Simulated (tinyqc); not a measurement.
# From one set of inputs to another, one input at a time

Model: heavy doping: band filling, gap narrowing, band tails and the effective intrinsic density. Computed by tinyqc, a small Python program. Command: `OMP_NUM_THREADS=1 python tinyqc.py 3003368 3003369 out.jsonl gapnarrow ladder`. One thread of a shared host (Intel(R) Xeon(R) Processor @ 2.30GHz), about 0.05 s of CPU time with the checks.

An n-type crystal above its Mott density, with all dopants ionised: n = N_D - N_A, ionised centres N_I = N_D + N_A. Valleys are taken as spherical with mass m_e.

The inputs printed are set A. Set A is modelled on germanium; the values taken over come from a set modelled on InAs. Inputs not listed in the table keep their values of set A, so the rows need not describe a real material.

Inputs (values chosen for the exercise, modelled on germanium): gap E_g = 0.664 eV; electron mass m_e = 0.22 m_0; valleys M_c = 4; dielectric constant eps = 16; donor density N_D = 9.7e+19 cm^-3; compensation ratio N_A/N_D = 0; temperature T = 150 K.

Conduction band: parabolic.

Constants: a_0 = 0.529177210903 angstrom; Ry = 13.605693123 eV; k_B = 8.617333262e-05 eV/K; hbar^2/(2 m_0) = 3.80998212 eV angstrom^2; e = 1.602176634e-19 C; eps_0 = 8.8541878128e-12 F/m; e^2/(4 pi eps_0) = 14.39964548 eV angstrom.

Method:
- n = N_D (1 - ratio); Ry* = Ry m_e/eps^2, a* = a_0 eps/m_e; r_s = (3/(4 pi n))^(1/3)/a*; k_F = (3 pi^2 n/M_c)^(1/3); Mott density (0.26/a*)^3.
- n = M_c (1/(2 pi^2)) (m_e/(hbar^2/2m_0))^(3/2) int sqrt(E) f dE, f = 1/(1 + exp((E - E_F)/k_B T)); trapezoid rule in t = sqrt(E/k_B T), step 0.02 up to 12; E_F by bisection from the band edge.
- At T = 0, E_F = (hbar^2/2m_0) k_F^2/m_e; dn/dE_F uses f (1 - f)/k_B T in place of f.
- Screening: q^2 = (e/(eps eps_0)) dn/dE_F. Exchange lowers the conduction band by (1/pi) k_F e^2/(4 pi eps_0 eps) (T = 0 Hartree-Fock at k_F, taken as a rigid shift). Screening raises the valence band by (q/2) e^2/(4 pi eps_0 eps) (static Coulomb hole). The narrowing is the sum; electron correlation and carrier-ion shifts are left out. Root-mean-square potential of randomly placed ions: V_rms = (e^2/(4 pi eps_0 eps)) sqrt(2 pi N_I/q).

Each row keeps all changes above it:
```
input moved                   from       to  E_F above the band edge (meV)  gap narrowing (meV)  screening length 1/q (angstrom)
set A                            -        -                          137.9               74.456                            9.220
electron mass m_e (m_0)       0.22   0.0263                         1161.5               42.588                           26.570
dielectric constant eps         16     15.2                         1161.5               45.293                           25.898
gap E_g (eV)                 0.664    0.361                         1161.5               45.293                           25.898
donor density N_D (cm^-3)  9.7e+19  9.5e+17                           50.3               13.982                           57.732
```

E_F above the band edge goes from 138 to 50.3, a factor 0.365 in all. The largest single move comes from donor density N_D (a factor 0.0433), and electron mass m_e works against it (a factor 8.43). gap narrowing goes from 74.5 to 14.0, a factor 0.188 in all. The largest single move comes from donor density N_D (a factor 0.309). Screening length 1/q goes from 9.22 to 57.7, a factor 6.26 in all. The largest single move comes from electron mass m_e (a factor 2.88). The single moves hold for this order of the switches; the total does not depend on the order.

Caution (all rows): the screening length is well below a*, where static Thomas-Fermi screening overstates the Coulomb hole. Caution (all rows): E_F exceeds a tenth of the gap, so the parabolic band overstates it, by tens of per cent once E_F nears E_g; higher valleys may fill as well.

Extremes, crossings and ranges named in words are read from the listed rows.
